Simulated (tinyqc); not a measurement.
Splitting and spin direction around the circle: two-dimensional electron gas with Rashba and Dresselhaus coupling.

H = c k^2/m + al (ky sx - kx sy) + b1 (kx sx - ky sy) + gam kx ky (kx sy - ky sx), s the Pauli matrices, x = [100], c = hbar^2/2m0, b1 = gam (pi/L)^2 (hard walls). H = c k^2/m + B.s, so E = c k^2/m -/+ |B| and the lower state has its spin along -B.

Constants: hbar^2/2m0 = 3.80998211 eV angstrom^2.

Parameters, chosen for this exercise (of the size met in InSb; the results hold for these values, not for the real material):
```
symbol  value   unit           meaning
m       0.0136  m0             mass
al      0.28    eV angstrom    Rashba constant
gam     360.6   eV angstrom^3  bulk Dresselhaus constant
L       170     angstrom       width of the (001) well
n       14      1e11/cm^2      sheet density (one subband filled)
```

At |k| = k0 = sqrt(2 pi n), 1e11/cm^2 = 1e-5/angstrom^2.

Around the circle:
```
phi (deg)  Bx (meV)  By (meV)  splitting (meV)  lower spin (deg)
0.0          3.6524   -8.3045          18.1444             113.7
22.5         5.2795   -5.9971          15.9798             131.4
45.0         5.1286   -5.1286          14.5060             135.0
67.5         5.9971   -5.2795          15.9798             138.6
90.0         8.3045   -3.6524          18.1444             156.3
112.5        9.3476    1.0764          18.8187            -173.4
135.0        6.6156    6.6156          18.7119            -135.0
157.5        1.0764    9.3476          18.8187             -96.6
```

What can be read from this table?

The splitting runs from 14.5060 meV at 45 to 18.8187 meV at 112.5 degrees. Along [110] it is 2 k |al + b1 - 2 b3| and along [-110] 2 k |al - b1 + 2 b3|, b3 = gam k^2/4. From 0 to 90 degrees the spin turns with k (+43 degrees), the sense of the Rashba term.

tinyqc: `OMP_NUM_THREADS=1 python tinyqc.py 1451803 1451804 out.jsonl`; about 0.01 s, one thread, shared Intel(R) Xeon(R) Processor @ 2.30GHz.
